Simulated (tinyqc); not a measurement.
Inside a calculation: Brillouin zone and empty-lattice bands of the fcc structure. Values are carried at full precision from step to step, so a last printed digit may differ when a step is redone from the rounded ones.

Primitive vectors a (0,1/2,1/2), a (1/2,0,1/2), a (1/2,1/2,0); one atom. Reciprocal vectors obey a_i.b_j = 2 pi delta_ij; k is given in units of 2 pi/a. Empty-lattice levels are c0 (2 pi/a)^2 |k + G|^2, c0 = hbar^2/2m0. Points: X = (1, 0, 0), L = (0.5, 0.5, 0.5), K = (0.75, 0.75, 0), W = (1, 0.5, 0), U = (1, 0.25, 0.25).

Constants: hbar^2/2m0 = 3.80998211 eV angstrom^2; a0 (Bohr radius) = 0.5291772105 angstrom.

Values chosen for the exercise (out of a larger set: lattice near that of Ag; not measured data): a = 4.101 angstrom (lattice constant); Z = 1 (free electrons per atom); V1 = -0.81 eV (atomic form factor on the shell that bounds the zone).

## Reciprocal lattice

Give b1, b2, b3, the cell volume, the zone volume (2 pi)^3/V and the energy unit c0 (2 pi/a)^2.

b1, b2, b3 as rows (2 pi/a):
```
[[-1.0000, 1.0000, 1.0000],
 [1.0000, -1.0000, 1.0000],
 [1.0000, 1.0000, -1.0000]]
```

cell volume = 17.243 angstrom^3
zone volume = 14.3857 1/angstrom^3
energy unit = 8.9434 eV

## Shells of G and Bragg planes

List the first six shells of G with their number, the structure factor |sum over atoms of exp(i G.tau)|/(atoms per cell), and the distance |G|/2 of the Bragg plane from Gamma.

Shells:
```
|G|^2 ((2 pi/a)^2)  number  structure factor  |G|/2 (2 pi/a)
3.0000                   8            1.0000          0.8660
4.0000                   6            1.0000          1.0000
8.0000                  12            1.0000          1.4142
11.0000                 24            1.0000          1.6583
12.0000                  8            1.0000          1.7321
16.0000                  6            1.0000          2.0000
```

No structure factor vanishes among these shells.

## The free-electron sphere

n = Z/V, kF = (3 pi^2 n)^(1/3), EF = c0 kF^2, rs = (3/(4 pi n))^(1/3)/a0; compare kF with |k| of the points on the zone surface.

n = 0.05800 1/angstrom^3
kF = 0.7816 2 pi/a
EF = 5.463 eV
rs = 3.029

Points:
```
point  |k| (2 pi/a)  kF/|k|  lowest level (eV)  levels below EF
X            1.0000   0.782              8.943                0
L            0.8660   0.903              6.708                0
K            1.0607   0.737             10.061                0
W            1.1180   0.699             11.179                0
U            1.0607   0.737             10.061                0
```

The sphere lies wholly inside the first zone; it comes closest to the surface at L (90 % of the way). Free electrons ignore the d bands of this metal.

## Empty-lattice levels at Gamma, W and L

Give the five lowest values of |k + G|^2 with their degeneracy (spin not counted).

Levels:
```
point  |k + G|^2  degeneracy  E (eV)
Gamma     0.0000           1   0.000
Gamma     3.0000           8  26.830
Gamma     4.0000           6  35.774
Gamma     8.0000          12  71.547
Gamma    11.0000          24  98.378
W         1.2500           4  11.179
W         3.2500           4  29.066
W         5.2500           8  46.953
W         7.2500          12  64.840
W         9.2500           4  82.727
L         0.7500           2   6.708
L         2.7500           6  24.594
L         4.7500           6  42.481
L         6.7500           8  60.368
L         8.7500          12  78.255
```

The lowest level is 4-fold at W and 2-fold at L: as many zones meet there, and these are the lowest sets at these points on which a weak potential acts.

## The gap at L

At L two waves k and k - G with G = 2k are degenerate at E0. With V = |V1| x structure factor of G the levels are E0 -/+ V, and the masses normal to the face are 1/(1 -/+ 2 E0/V).

structure factor = 1.0000
E0 = 6.708 eV

levels (eV): [5.898, 7.518]

masses normal to the face, lower and upper (m0): [-0.0643, 0.0569]

EF of the free sphere, 5.46 eV, lies below the gap: the surface bulges towards the face without touching it (EF = c0 (3 pi^2 n)^(2/3) for 1 electron a cell; its shift by the potential is neglected). The noble metals have larger gaps at L, through their d bands, and necks there.

## Checks

- a_i.b_j/(2 pi) against the unit matrix: they agree to 1e-10 or better.

Program tinyqc; command `OMP_NUM_THREADS=1 python tinyqc.py 1880384 1880385 out.jsonl`; about 0.01 s on one thread of a shared Intel(R) Xeon(R) Processor @ 2.30GHz.
